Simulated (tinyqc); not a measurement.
## Charge centroid from charge and shift

Question. A sheet of N electrons in the storage layer of a charge-trap cell shifts the threshold by U = (q/eps0) N (tb/eb + xc tn/en). Find xc and the distance xc tn from the blocking layer.

Inputs (values chosen for the exercise): storage layer tn = 4.5 nm; its relative permittivity en = 7.4; blocking layer tb = 9.7 nm; its relative permittivity eb = 9.

Constants: q = 1.602176634e-19 C, eps0 = 8.8541878128e-14 F/cm where lengths are in cm. Results are converted to the units shown.

N = 9.6e12 cm^-2
U = 2.2525337 V

Answer. U eps0/(q N) is the electrical distance from the gate; subtract that of the blocking layer.

xc = 0.360
distance = 1.62 nm

Numbers from tinyqc (`OMP_NUM_THREADS=1 python tinyqc.py 2130170 2130171 out.jsonl`; about 0.09 s on one thread of a shared Intel Xeon 2.30GHz).
